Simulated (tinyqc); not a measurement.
Worked calculation: harmonic frequencies on the RHF/3-21g surface (energies and gradients from PySCF), for H3-, spin multiplicity 1. The basis has no diffuse functions, so it cannot describe the extra electron: this is an exercise in the method, not the real anion. Computed by tinyqc, a small Python program that keeps every step (integrals from PySCF). Settings: charge = -1, multiplicity = 1, basis = 3-21g, delta = 0.005. Command: `OMP_NUM_THREADS=1 python tinyqc.py 28558 28559 out.jsonl` (the two numbers bound the seeds that draw the settings). One thread of a shared host (Intel(R) Xeon(R) Processor @ 2.60GHz), about 2 s of CPU time with the checks.

## One row of the Hessian: 1Hz

optimised positions (bohr):
```
           x         y         z
1H  -0.00880  -0.04556   0.57825
2H  -0.00711  -0.06093   2.09489
3H  -0.01243  -0.01257  -2.67881
```

gradient at +delta (hartree/bohr):
```
             x           y           z
1H   0.0000009  -0.0000080   0.0009927
2H  -0.0000011   0.0000098  -0.0011115
3H   0.0000002  -0.0000019   0.0001189
```

gradient at -delta (hartree/bohr):
```
             x           y           z
1H  -0.0000008   0.0000077  -0.0009714
2H   0.0000011  -0.0000096   0.0010909
3H  -0.0000002   0.0000019  -0.0001195
```

Displace 1Hz by +/-0.005 bohr; H(k, :) = (g(+) - g(-)) / (2 delta).

row of the Hessian (hartree/bohr^2): 1Hx 0.0001719, 1Hy -0.0015636, 1Hz 0.1964056, 2Hx -0.0002134, 2Hy 0.0019404, 2Hz -0.2202426, 3Hx 0.0000414, 3Hy -0.0003769, 3Hz 0.0238371

## Hessian by finite differences

All rows are made in the same way, and the matrix is symmetrised.

Hessian (symmetrised) (hartree/bohr^2):
```
            1Hx         1Hy         1Hz         2Hx         2Hy         2Hz         3Hx         3Hy
1Hx   0.0420713  -0.0000017   0.0001719  -0.0287058   0.0000022  -0.0002133  -0.0133655  -0.0000004
1Hy  -0.0000017   0.0420870  -0.0015634   0.0000022  -0.0287252   0.0019403  -0.0000004  -0.0133617
1Hz   0.0001719  -0.0015634   0.1964056  -0.0002133   0.0019403  -0.2202425   0.0000414  -0.0003769
2Hx  -0.0287058   0.0000022  -0.0002133   0.0195866  -0.0000027   0.0002622   0.0091192   0.0000005
2Hy   0.0000022  -0.0287252   0.0019403  -0.0000027   0.0196105  -0.0023851   0.0000005   0.0091148
2Hz  -0.0002133   0.0019403  -0.2202425   0.0002622  -0.0023851   0.2550379  -0.0000489   0.0004449
3Hx  -0.0133655  -0.0000004   0.0000414   0.0091192   0.0000005  -0.0000489   0.0042463  -0.0000001
3Hy  -0.0000004  -0.0133617  -0.0003769   0.0000005   0.0091148   0.0004449  -0.0000001   0.0042470
3Hz   0.0000414  -0.0003769   0.0238371  -0.0000489   0.0004449  -0.0347956   0.0000075  -0.0000680

            3Hz
1Hx   0.0000414
1Hy  -0.0003769
1Hz   0.0238371
2Hx  -0.0000489
2Hy   0.0004449
2Hz  -0.0347956
3Hx   0.0000075
3Hy  -0.0000680
3Hz   0.0109586
```

## Normal modes

masses (u): 1H 1.00782, 2H 2.01410, 3H 2.01410

Diagonalise H_ij / sqrt(m_i m_j); the 5 smallest eigenvalues belong to translations and rotations; wavenumber = sqrt(eigenvalue / 1822.888) x 219474.63; each mode has its largest component positive (the first on a tie); zero-point energy = sum of wavenumbers / 2, with 349.755 1/cm per kcal/mol. A mass of 2.014 u marks deuterium.

eigenvalues of the mass-weighted Hessian (hartree/(bohr^2 u)): 0.00000  0.00000  0.00000  0.00000  0.00000  0.00608  0.05358  0.05358  0.32089

harmonic wavenumbers of the vibrations (1/cm): 400.9  1189.9  1189.9  2912.0

mass-weighted modes:
```
       mode 1    mode 2    mode 3    mode 4
1Hx  -0.00049  -0.04889   0.88134   0.00087
1Hy   0.00449   0.88129   0.04890  -0.00787
1Hz  -0.44297   0.00898  -0.00049   0.77690
2Hx  -0.00051   0.02360  -0.42538  -0.00070
2Hy   0.00464  -0.42536  -0.02360   0.00633
2Hz  -0.45756  -0.00434   0.00023  -0.62501
3Hx   0.00086   0.01099  -0.19806   0.00008
3Hy  -0.00781  -0.19805  -0.01099  -0.00076
3Hz   0.77092  -0.00202   0.00011   0.07544
```

zero-point energy = 8.13790 kcal/mol

Within a degenerate level the vectors are fixed only up to a rotation; this is one choice.
